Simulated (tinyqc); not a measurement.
Oxidation of curved silicon (wires and holes): cylindrical Deal-Grove kinetics with stress-retarded reaction: one step, computed by the program tinyqc.

Silicon fills r < a and oxide a < r < b. One volume of silicon gives 2.25 volumes of oxide, and the length is fixed.

Question. Planar constants and viscosity. B = B0 exp(-E_B/(k_B T)), B/A = (B/A)0 exp(-E_A/(k_B T)), eta = eta0 exp(E_eta/(k_B T)); 1 um = 1000 nm. Temperatures in kelvin are T(C) + 273.15.

Inputs (values chosen for the exercise, close to those used for silicon in dry oxygen):
```
quantity                     value    unit
prefactor B0                   819  um^2/h
activation energy E_B         1.22      eV
prefactor (B/A)0          4.47e+06    um/h
activation energy E_A         2.02      eV
viscosity prefactor eta0   3.7e-09    Pa s
viscosity energy E_eta        5.41      eV
temperature T                  825       C
```

Shape: wire (convex).

Constants: k_B = 8.617333262e-05 eV/K.

Give: B; B/A; low-stress viscosity eta; k_B T.

Answer.

B = 2062.0 nm^2/h

B/A = 2.3980 nm/h

low-stress viscosity eta = 2.4917e+16 Pa s

k_B T = 0.094631 eV
